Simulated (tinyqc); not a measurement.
From results back to parameters: one-oscillator model of a band gap. Five cases, with inputs chosen for the exercise.

Problem. A gap follows E(T) = E0 - s1 t1/(exp(t1/T) - 1) with the zero-point term ZP = s1 t1/2, which scales as M^(-1/2). The shift of E0 on going from M to M + dM and the limiting slope at high T are given.

Find: sqrt(M/(M + dM)); ZP; t1.

Method. The shift is ZP (1 - sqrt(M/(M + dM))); then t1 = 2 ZP/s1.

Case 1.

Values chosen (out of a larger set: near those of GaP; not measured data): M = 50.3 u (mean atomic mass); dM = 1.53 u (change of the mean mass (not bounded by the natural isotopes)).

shift of E0 = 1.051037 meV
limiting slope s1 = 0.496 meV/K

Solution.

sqrt(M/(M + dM)) = 0.985130
ZP = 70.68 meV
t1 = 285 K

Case 2.

Values chosen (out of a larger set: near those of InAs; not measured data): M = 94.99 u (mean atomic mass); dM = 2.55 u (change of the mean mass (not bounded by the natural isotopes)).

shift of E0 = 0.205504 meV
limiting slope s1 = 0.274 meV/K

Solution.

sqrt(M/(M + dM)) = 0.986842
ZP = 15.62 meV
t1 = 114 K

Case 3.

Values chosen (out of a larger set: near those of InAs; not measured data): M = 95.07 u (mean atomic mass); dM = -3.32 u (change of the mean mass (not bounded by the natural isotopes)).

shift of E0 = -0.306635 meV
limiting slope s1 = 0.285 meV/K

Solution.

sqrt(M/(M + dM)) = 1.017932
ZP = 17.10 meV
t1 = 120 K

Case 4.

Values chosen (out of a larger set: near those of InP; not measured data): M = 72.93 u (mean atomic mass); dM = 3.41 u (change of the mean mass (not bounded by the natural isotopes)).

shift of E0 = 1.205869 meV
limiting slope s1 = 0.372 meV/K

Solution.

sqrt(M/(M + dM)) = 0.977411
ZP = 53.38 meV
t1 = 287 K

Case 5.

Values chosen (out of a larger set: near those of InP; not measured data): M = 72.92 u (mean atomic mass); dM = -2.16 u (change of the mean mass (not bounded by the natural isotopes)).

shift of E0 = -0.820059 meV
limiting slope s1 = 0.404 meV/K

Solution.

sqrt(M/(M + dM)) = 1.015148
ZP = 54.14 meV
t1 = 268 K

Computed by tinyqc, one run a case: `OMP_NUM_THREADS=1 python tinyqc.py N N+1 out.jsonl` with N = 1850157, 1850163, 1850178, 1850192, 1850253; one thread of a shared Intel(R) Xeon(R) Processor @ 2.30GHz, about 0.01 s a run at most.
